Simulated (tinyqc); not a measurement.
Decay of LO phonons and the hot-phonon bottleneck in the cooling of electrons: one step, computed by the program tinyqc.

n(E, T) = 1/(exp(E/(k_B T)) - 1) is the Bose occupation. Electrons have a temperature T_e; the LO modes within their reach share one occupation N; the decay products stay at the lattice temperature.

Problem. Electron and phonon temperatures in closed form. Net emission per electron: [(N + 1) x - N]/tau_sp with x = exp(-hbar omega/(k_B T_e)), a simple two-level balance; steady state of the modes: n [(N + 1) x - N]/tau_sp = N_m (N - N_0)/tau; power per electron P = hbar omega [(N + 1) x - N]/tau_sp. With p = P tau_sp/(hbar omega): N = N_0 + r p and x = (p + N)/(N + 1); without hot phonons N = N_0. The mode temperature T_LO solves n(hbar omega, T_LO) = N.

Inputs (values chosen for the exercise, modelled on gallium arsenide):

| quantity | value | unit |
|---|---|---|
| LO energy hbar omega | 35.8 | meV |
| lattice temperature T | 150 | K |
| electron mass m* | 0.0652 | m_0 |
| electron density n | 1.1e+19 | 1/cm^3 |
| power supplied per electron P | 2.3 | nW |

Decay channel: two equal phonons (Klemens).

emission time tau_sp = 115.8673 fs

equilibrium LO occupation N_0 = 0.06687873

bottleneck ratio r = 23.36571

Constants: e = 1.602176634e-19 C; k_B = 8.617333262e-05 eV/K.

Give: reduced power p; LO occupation N; electron temperature T_e; T_e without hot phonons; mode temperature T_LO.

Solution.

reduced power p = 0.046462

LO occupation N = 1.1525

electron temperature T_e = 709.94 K

T_e without hot phonons = 185.29 K

mode temperature T_LO = 665.03 K

Caution: the electrons are degenerate; Pauli blocking and the Fermi energy, left out here, matter.
